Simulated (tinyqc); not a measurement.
Enthalpies against pressure: pressure-driven transition between two phases with analytic equations of state. Computed by tinyqc, a small Python program. Command: `OMP_NUM_THREADS=1 python tinyqc.py 3018172 3018173 out.jsonl transition walk`. One thread of a shared host (Intel(R) Xeon(R) Processor @ 2.30GHz), about 0.06 s of CPU time with the checks.

Each phase obeys E = E0 + (9 V0 B0/16) [y^3 B' + y^2 (2 - 4 y)], y = (V0/V)^(2/3) - 1; P = (3 B0/2) (x^7 - x^5) [1 + (3/4)(B' - 4)(x^2 - 1)], x = (V0/V)^(1/3); E0 = 0 for phase 1 and Delta E0 for phase 2. H = E + P V.

Inputs (values chosen for the exercise, for two model phases): volume V0 of phase 1 = 9.63 angstrom^3/atom; B0 of phase 1 = 178 GPa; B' of phase 1 = 4.07; volume V0 of phase 2 = 8.06 angstrom^3/atom; B0 of phase 2 = 238 GPa; B' of phase 2 = 3.84; energy of phase 2 above phase 1, Delta E0 = 0.082 eV/atom.

Equation of state: Birch-Murnaghan.

Constants: 1 eV/angstrom^3 = 160.2176634 GPa.

Method. Start from P = Delta E0/(V0 of phase 1 - V0 of phase 2); at each P solve P(V) = P for both phases and step P(new) = P - (H_2 - H_1)/(V_2 - V_1); stop when |H_2 - H_1| < 1e-10 eV. At the zero-temperature transition the volume change is V_2/V_1 - 1 and the work is P (V_1 - V_2). For each P solve P(V) = P in both phases.

transition pressure = 8.81487 GPa

V_1 at the transition = 9.20469 angstrom^3

V_2 at the transition = 7.78548 angstrom^3

Both phases:
```
P (GPa)  V_1 (angstrom^3)  V_2 (angstrom^3)  H_2 - H_1 (meV/atom)   stable
0.0                9.6300            8.0600                82.000  phase 1
2.2                9.5146            7.9871                60.738  phase 1
4.4                9.4058            7.9173                40.036  phase 1
6.6                9.3029            7.8503                19.847  phase 1
8.1                9.2358            7.8061                 6.356  phase 1
9.5                9.1753            7.7659                -6.048  phase 2
11.0               9.1126            7.7239               -19.145  phase 2
14.0               8.9932            7.6430               -44.781  phase 2
```

What does the comparison show, and why?

H_2 - H_1 changes with slope V_2 - V_1, from -1.570 to -1.350 angstrom^3 per atom over the table, and passes zero at 8.81 GPa. An error of 10 meV per atom in Delta E0 moves the transition by about 1.13 GPa.
